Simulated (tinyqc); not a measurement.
# IGBT as a p-i-n diode in series with a MOS channel, on-state and switching loss: effect of the channel and accumulation resistance

High injection (n = p) in a drift layer from x = -W/2 (anode) to +W/2 (cathode side), recombination only in the layer with lifetime tau, ideal emitters. The channel feeds the cathode side and carries the whole current. Auger recombination, carrier-carrier scattering, emitter losses and the carrier dip under the p body are left out.

b = mn/mp, B = (b - 1)/(b + 1), La = sqrt(2 Vt mn mp tau/(mn + mp)), y = W/(2 La). n(x) = (tau J/(2 q La))[cosh(x/La)/sinh y - B sinh(x/La)/cosh y]. Vm = Vt [(8 b/(b + 1)^2)(sinh y/s) arctan(s sinh y) + B ln((1 + B tanh^2 y)/(1 - B tanh^2 y))], s = sqrt(1 - B^2 tanh^2 y); Vj = Vt ln(n(-W/2) n(W/2)/ni^2), ni = sqrt(Nc Nv) exp(-Eg/(2 Vt)), Eg in volts; Vc = J Rch; Von = Vm + Vj + Vc. Stored charge tau J, turn-off energy Eoff = ks tau J Vdc, loss at half duty 0.5 J Von + f Eoff. A unipolar device on the same layer has Vu = J (W/(q mn Nd) + Rch).

Inputs (values chosen for the exercise); material values close to those of silicon: temperature T = 300 K; band gap Eg = 1.14 eV; conduction-band density of states at T Nc = 2.79e19 cm^-3; valence-band density of states at T Nv = 2.6e19 cm^-3; electron mobility mn = 1400 cm^2/(V s); hole mobility mp = 480 cm^2/(V s); width of the drift layer W = 110 um; doping of the drift layer Nd = 7.2e13 cm^-3; high-injection lifetime tau = 1.1 us; current density J = 100 A/cm^2; link voltage Vdc = 600 V; turn-off energy per stored charge and link voltage ks = 0.09; switching frequency f = 2 kHz.

Constants: q = 1.602176634e-19 C, kB = 1.380649e-23 J/K, Vt = kB T/q. Results are converted to the units shown.

The same in every row: y = 1.2198; Eoff (mJ/cm^2) = 5.9400.

Effect of the channel and accumulation resistance:

| Rch (mohm cm^2) | Von (V) | Vu (V) | total loss (W/cm^2) |
|---|---|---|---|
| 0.2 | 0.93501 | 68.132 | 58.630 |
| 0.4 | 0.95501 | 68.152 | 59.630 |
| 0.78 | 0.99301 | 68.190 | 61.530 |
| 1.5 | 1.0650 | 68.262 | 65.130 |
| 3.1 | 1.2250 | 68.422 | 73.130 |
| 6.1 | 1.5250 | 68.722 | 88.130 |
| 12 | 2.1150 | 69.312 | 117.63 |

As Rch goes from 0.2 to 12 mohm cm^2, Von rises from 0.935 to 2.12 V, Eoff stays at 5.94 mJ/cm^2 and the total loss rises from 58.6 to 118 W/cm^2. Von is below Vu in 7 of the 7 rows.

Computed by the program tinyqc: `OMP_NUM_THREADS=1 python tinyqc.py 2590113 2590114 out.jsonl`, one thread of a shared Intel Xeon 2.30GHz, about 0.01 s for the whole run.
